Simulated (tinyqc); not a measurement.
Inside a calculation. Model: AlGaN/GaN HEMT with access regions, lumped model.

Computed by the program tinyqc: `OMP_NUM_THREADS=1 python tinyqc.py 2570125 2570126 out.jsonl`, one thread of a shared Intel Xeon 2.30GHz, about 0.02 s for the whole run. Printed values are rounded.

A polarisation-induced electron sheet under a Schottky gate, in series with two ungated access regions and contacts. Drift law v = mu E/(1 + mu E/vs) under the gate. Currents in mA/mm, resistances in ohm mm. No self-heating, no channel-length modulation; fits for polarisation, barrier and offset are chosen for the exercise.

Parameters, values chosen for the exercise; values close to those of AlGaN/GaN structures: aluminium share of the barrier x = 0.22; barrier thickness d = 18 nm; relative permittivity of barrier and channel eps_r = 9.5; channel mobility mu = 1800 cm^2/(V s); saturation velocity vs = 1e7 cm/s; gate length Lg = 0.25 um; source access length Ls = 2 um; drain access length Ld = 4 um; resistance of each contact Rc = 0.19 ohm mm; share of the drain-access electrons removed by traps ft = 0; gate voltage Vg = -0.5 V; critical field Ec = 2.9 MV/cm; depth over which the depleted charge spreads te = 0.24 um; insulator under the field plate tf = 500 nm; relative permittivity of that insulator ei = 3.9.

Constants: q = 1.602176634e-19 C, eps0 = 8.8541878128e-14 F/cm where lengths are in cm. Results are converted to the units shown.

## Polarisation charge, threshold and sheet resistance

sigma = (5e13 x + 1.6e13 x^2) cm^-2, phiB = 0.84 + 1.3 x, dEc = 0.7 (1.71 x + x^2) in volts, Cb = eps0 eps_r/d, VT = phiB - dEc - q sigma/Cb, access density n0 = -Cb VT/q. Rsh = 1/(q mu n0); largest access current q n0 vs.

sigma = 1.17744e13 cm^-2
Cb = 0.467304 uF/cm^2
VT = -3.20813 V
n0 = 9.35711e12 cm^-2
Rsh = 370.574 ohm
q n0 vs = 1499.17 mA/mm

## On-resistance and breakdown

sigma = (5e13 x + 1.6e13 x^2) cm^-2, phiB = 0.84 + 1.3 x, dEc = 0.7 (1.71 x + x^2) in volts, Cb = eps0 eps_r/d, VT = phiB - dEc - q sigma/Cb, access density n0 = -Cb VT/q. Ron = 2 Rc + Ls/(q mu n0) + Ld/(q mu (1 - ft) n0) + Lg/(mu Cb (Vg - VT)). Off state: a depleted stretch that holds the voltage V has the peak field sqrt(k V), k = 2 q n0/(eps0 eps_r te), so one edge holds V1 = Ec^2/k. The sheet under the plate pinches off at Vf = q n0 (1/Cb + tf/(eps0 ei)); beyond it the gate edge is screened. BV = V1 if Vf >= V1, else Vf + V1, and at most Ec Ld. Specific resistance Ron (Ls + Lg + Ld); figure of merit BV^2 over it.

Ron = 2.71319 ohm mm
Vf = 220.283 V
V1 = 56.6236 V
BV = 56.6236 V
specific resistance = 0.169575 mohm cm^2
figure of merit = 18.9075 MW/cm^2

The plate pinches off too late to screen the gate edge, so it adds nothing.
